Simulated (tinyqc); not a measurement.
Inside a calculation. Model: scattering rates of a carrier in a spherical band by Fermi's golden rule. Computed by tinyqc, a small Python program that keeps every step. Command: `OMP_NUM_THREADS=1 python tinyqc.py 3025910 3025911 out.jsonl scatter walk`. One thread of a shared host (Intel(R) Xeon(R) Processor @ 2.30GHz), about 0.01 s of CPU time with the checks. Intermediate numbers are printed to about 6 digits and carried at full precision; extremes and crossings named in words are read from the listed rows.

All processes here are isotropic or elastic, and the rate listed is the momentum relaxation rate.

Inputs (values chosen for the exercise, modelled on holes in silicon):

| quantity | value | unit |
|---|---|---|
| density-of-states mass of one valley m | 0.49 | m_0 |
| static permittivity eps_s | 11.7 | - |
| density rho | 2329 | kg/m^3 |
| sound velocity v_l | 9080 | m/s |
| acoustic deformation potential D_A | 5.2 | eV |
| phonon energy hbar w | 63.7 | meV |
| optical or intervalley deformation potential D_o | 8.2 | 1e8 eV/cm |
| final valleys Z_f | 1 | - |
| ionised impurity density N_I | 8.1e+15 | 1/cm^3 |
| temperature T | 400 | K |
| carrier energy E | 110 | meV |
| alloy fraction x | 0.42 | - |
| alloy potential U | 0.78 | eV |
| lattice constant a | 5.58 | angstrom |

Crystal: non-polar. Band: parabolic. Impurity formula: Brooks-Herring. Further scattering: alloy.

Constants: m_0 = 9.1093837015e-31 kg; e = 1.602176634e-19 C; hbar = 1.054571817e-34 J s; k_B = 8.617333262e-05 eV/K; eps_0 = 8.8541878128e-12 F/m; k_B = 1.380649e-23 J/K; hbar = 6.582119569e-16 eV s.

## The band at energy E

Parabolic band: E = hbar^2 k^2/(2 m), speed v = hbar k/m, states per spin, volume and energy g(E) = m k/(2 pi^2 hbar^2). Masses are multiplied by m_0 and all formulas are in SI units.

wave number k = 1.18941 1/nm

speed v = 281011 m/s

g(E) = 3.87477e+20 1/(eV cm^3)

## Phonon occupation and screening length

Phonon occupation N_q = 1/(exp(hbar w/(k_B T)) - 1). Debye screening by free carriers of density N_I: L_s = sqrt(eps_s eps_0 k_B T/(e^2 N_I)).

N_q = 0.187012

screening length L_s = 52.4549 nm

Above the threshold emission is favoured over absorption by (N_q + 1)/N_q = exp(hbar w/k_B T) = 6.35, apart from the density of final states.

## Acoustic phonons

Acoustic deformation potential (elastic, equipartition, absorption and emission together): 1/tau = 2 pi k_B T D_A^2 g(E)/(hbar rho v_l^2).

acoustic rate = 2.87653e+12 1/s

## Optical or intervalley phonons

Optical or intervalley deformation potential: 1/tau = (pi Z_f D_o^2/(rho w)) [N_q g(E + hbar w) + (N_q + 1) g(E - hbar w)], with g = 0 below the band edge.

absorption rate = 1.36730e+12 1/s

emission rate = 4.48065e+12 1/s

Emission is 3.28 times absorption here.

## Ionised impurities

Singly charged impurities, momentum relaxation: 1/tau = N_I e^4 m (1 + 2 alpha E) Phi/(8 pi (eps_s eps_0)^2 hbar^3 k^3), with alpha = 0 for a parabolic band. Brooks-Herring: Phi = ln(1 + b) - b/(1 + b), b = 4 k^2 L_s^2.

b = 15570.3

ionised-impurity rate = 3.87306e+10 1/s

## All rates at E

Alloy disorder: 1/tau = (2 pi/hbar) Omega x (1 - x) U^2 g(E), Omega = a^3/4 (other conventions for Omega rescale U). Rates add: 1/tau_m is the sum, and the mean free path is v tau_m.

Momentum relaxation rates:

| process | rate (1/s) | share (%) |
|---|---|---|
| acoustic | 2.87653e+12 | 8.83082 |
| optical absorption | 1.36730e+12 | 4.19756 |
| optical emission | 4.48065e+12 | 13.7554 |
| ionised impurity | 3.87306e+10 | 0.118901 |
| alloy | 2.38106e+13 | 73.0973 |

momentum relaxation time tau_m = 30.6995 fs

mean free path = 8.62692 nm

The largest rate is alloy (73 %), then optical emission (14 %).

## Rates against energy

The formulas are those given above.

Momentum relaxation rates (1e12/s) and the total time:

| E (meV) | acoustic | optical absorption | optical emission | ionised impurity | alloy | tau_m (fs) |
|---|---|---|---|---|---|---|
| 6.4 | 0.69385 | 0.86861 | 0.0000 | 1.85334e+00 | 5.7433 | 109.181 |
| 16.0 | 1.09707 | 0.92618 | 0.0000 | 5.42686e-01 | 9.0810 | 85.860 |
| 32.0 | 1.55149 | 1.01490 | 0.0000 | 2.11629e-01 | 12.8425 | 64.019 |
| 57.0 | 2.07067 | 1.13977 | 0.0000 | 9.59449e-02 | 17.1400 | 48.908 |
| 70.0 | 2.29468 | 1.19959 | 1.6528 | 7.23106e-02 | 18.9943 | 41.299 |
| 96.0 | 2.68725 | 1.31105 | 3.7424 | 4.67575e-02 | 22.2438 | 33.299 |
| 140.0 | 3.24517 | 1.48068 | 5.7519 | 2.77261e-02 | 26.8619 | 26.761 |
| 220.0 | 4.06803 | 1.74741 | 8.2325 | 1.47901e-02 | 33.6732 | 20.949 |
| 380.0 | 5.34644 | 2.18530 | 11.7112 | 6.89621e-03 | 44.2553 | 15.747 |
| 640.0 | 6.93846 | 2.75207 | 15.8079 | 3.32137e-03 | 57.4332 | 12.058 |

The largest rate is alloy from 6.40 to 640 meV. Crossing hbar w = 63.7 meV opens emission: tau_m goes from 48.9 to 41.3 fs between the two rows around it. The impurity rate goes between the last rows as E^-1.40, against the E^(-3/2) of unscreened Rutherford scattering; the acoustic rate follows g(E) and grows by a factor 10.0 over the table. At 6.4 meV hbar/tau exceeds E/2, so the golden rule loses its meaning there.

Checks made by the program: Brooks-Herring rate against the angular integral of the screened Coulomb matrix element (relative difference 1e-10).
